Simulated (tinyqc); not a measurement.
Surface Green function of a dimerised chain, Sancho-Rubio decimation: one step of the calculation.

A semi-infinite lead of cells 0, 1, 2, ... with H0 inside a cell and H1 = <cell i|H|cell i + 1>. Cell A, B with A at the surface; -t1 joins A and B, -t2 joins B to the next A. z = E + i eta.

Task. Decimation. Start with e_s = e = H0, a = H1, b = H1^dagger. Each round: g = (z - e)^(-1); e_s <- e_s + a g b; e <- e + a g b + b g a; a <- a g a; b <- b g b (all with the old a, b). Round k joins cells 2^k apart.

Parameters, values chosen for the exercise: energy E = -2.18 eV; broadening eta = 0.001 eV.

e_s after round 2 (eV):
```
                       A                      B
A   0.0000000+0.0000000i  -1.3200000+0.0000000i
B  -1.3200000+0.0000000i  -1.4671045-0.0118477i
```

e after round 2 (eV):
```
                       A                      B
A  -1.4671045-0.0118477i  -1.3200000+0.0000000i
B  -1.3200000+0.0000000i  -1.4671045-0.0118477i
```

a after round 2 (eV):
```
                         A                       B
A   0.00000000+0.00000000i  0.00000000+0.00000000i
B  -0.67356907-0.01088731i  0.00000000+0.00000000i
```

b after round 2 (eV):
```
                        A                        B
A  0.00000000+0.00000000i  -0.67356907-0.01088731i
B  0.00000000+0.00000000i   0.00000000+0.00000000i
```

Find: g; e_s after round 3; e after round 3; a after round 3; b after round 3.

Result.

g (1/eV):
```
                A               B
A  0.5773-0.0190i  1.0692-0.0159i
B  1.0692-0.0159i  0.5773-0.0190i
```

e_s after round 3 (eV):
```
                 A                B
A   0.0000+0.0000i  -1.3200+0.0000i
B  -1.3200+0.0000i  -1.2050-0.0120i
```

e after round 3 (eV):
```
                 A                B
A  -1.2050-0.0120i  -1.3200+0.0000i
B  -1.3200+0.0000i  -1.2050-0.0120i
```

a after round 3 (eV):
```
                  A                 B
A  0.00000+0.00000i  0.00000+0.00000i
B  0.48518+0.00848i  0.00000+0.00000i
```

b after round 3 (eV):
```
                  A                 B
A  0.00000+0.00000i  0.48518+0.00848i
B  0.00000+0.00000i  0.00000+0.00000i
```

tinyqc, about 0.02 s, one thread, Intel Xeon 2.30GHz (shared host): `OMP_NUM_THREADS=1 python tinyqc.py 2680112 2680113 out.jsonl`
